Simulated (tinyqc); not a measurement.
Inside a calculation. Method: extended Hueckel theory, for BeH2. One step of it, computed by the program tinyqc.

Task: Mulliken analysis. P = C n C^T; charge = valence electrons (H 1, Be 2) minus the sum of (P S)_ii on the atom; overlap population = 2 sum P_ij S_ij between two atoms.

coefficients:
```
              MO1        MO2        MO3       MO4        MO5        MO6
1Be 2s   0.434336   0.000000  -0.128548  0.000000   1.170797   0.000000
1Be 2px  0.000000   0.000000   0.000000  1.000000   0.000000   0.000000
1Be 2py  0.000000   0.333673   0.000000  0.000000   0.000000   1.482280
1Be 2pz  0.017961   0.000000   0.991022  0.000000   0.158259   0.000000
2H 1s    0.471607   0.518589   0.033020  0.000000  -0.741159  -0.956159
3H 1s    0.471607  -0.518589   0.033020  0.000000  -0.741159   0.956159
```

occupations: 2.000000  2.000000  0.000000  0.000000  0.000000  0.000000

overlap S, lower triangle:
```
           1Be 2s   1Be 2px    1Be 2py   1Be 2pz     2H 1s     3H 1s
1Be 2s   1.000000
1Be 2px  0.000000  1.000000
1Be 2py  0.000000  0.000000   1.000000
1Be 2pz  0.000000  0.000000   0.000000  1.000000
2H 1s    0.431637  0.000000   0.525813  0.049236  1.000000
3H 1s    0.431637  0.000000  -0.525813  0.049236  0.024450  1.000000
```

Give: charges; Overlap populations.

Result:

charges: 1Be 0.680, 2H -0.340, 3H -0.340

Overlap populations:
```
pair      value
2-1    0.719272
3-1    0.719272
3-2   -0.004550
```
